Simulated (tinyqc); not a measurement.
Hydrogen passivation of interface dangling bonds: competing passivation and dissociation with distributed barriers: one step, computed by the program tinyqc. Command: `OMP_NUM_THREADS=1 python tinyqc.py 3024898 3024899 out.jsonl passiv walk`. One thread of a shared host (Intel(R) Xeon(R) Processor @ 2.30GHz), about 0.01 s of CPU time with the checks.

P_b + H2 gives P_bH + H at the rate k_f [H2]; P_bH gives P_b + H at the rate k_d. All defects start unpassivated. E_f and E_d are Gaussian and independent.

Question. Distributed barriers. [H2] = solubility factor x p; a = k_f0 [H2] exp(-E_f/(k_B T)), d = k_d0 exp(-E_d/(k_B T)). For one pair of barriers the active share is y = [d + a exp(-(a + d) t)]/(a + d). Temperatures in kelvin are T(C) + 273.15. Average y over both Gaussians with 40 x 40 Gauss-Hermite points. Active density N0 y; threshold shift if each active defect holds one charge, e N0 y t_ox/(3.9 eps_0).

Inputs (values chosen for the exercise, close to those used for P_b centres at the silicon-oxide interface):
```
quantity                                      value          unit
defect density N0                           2.6e+12        1/cm^2
passivation prefactor k_f0                  8.4e-07        cm^3/s
mean passivation barrier E_f                   1.68            eV
spread sigma_f                                  0.1            eV
dissociation prefactor k_d0                 2.2e+13           1/s
mean dissociation barrier E_d                  2.83            eV
spread sigma_d                                0.067            eV
H2 in the oxide per atm, solubility factor  7.7e+17  1/(cm^3 atm)
hydrogen pressure p                             0.1           atm
anneal temperature T                            250             C
anneal time t                                  1500             s
oxide thickness                                   7            nm
```

Constants: k_B = 8.617333262e-05 eV/K; e = 1.602176634e-19 C; eps_0 = 8.8541878128e-12 F/m.

Give: active share y; active density; threshold shift.

Answer.

active share y = 0.9566

active density = 2.487e+12 1/cm^2

threshold shift = 807.8 mV
